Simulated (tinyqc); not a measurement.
Minority carriers and saturation current of a heavily doped emitter: one step of the calculation.

n-type, parabolic bands, full ionisation. eta = (EF - Ec)/kB T solves N = Nc F12(eta), F12(x) = (2/sqrt(pi)) int_0^infinity sqrt(u)/(1 + exp(u - x)) du. The gap shrinks rigidly by dEg = E1 [ln(N/N0) + sqrt(ln^2(N/N0) + 0.5)], an empirical law that is here taken as the true narrowing.

Problem. Fermi level. Newton step on ln F12(eta) = ln(N/Nc): eta(new) = eta - ln(Nc F12/N) F12/Fm, Fm(x) = dF12/dx = (1/sqrt(pi)) int_0^infinity u^(-1/2)/(1 + exp(u - x)) du.

Parameters, values chosen for the exercise: conduction-band density of states at 350 K Nc = 3.59e19 cm^-3; ionised donor density N = 7.9e19 cm^-3.

eta at the start (Boltzmann value) = 0.7887

Wanted: F12; Fm; eta after iteration 1.

Solution.

F12 = 1.3685
Fm = 0.93327
eta after iteration 1 = 1.4852

Range of the model: Band tails, non-parabolic bands and incomplete ionisation are left out.

Computed by the program tinyqc: `OMP_NUM_THREADS=1 python tinyqc.py 2330032 2330033 out.jsonl`, one thread of a shared Intel Xeon 2.30GHz, about 0.01 s for the whole run.
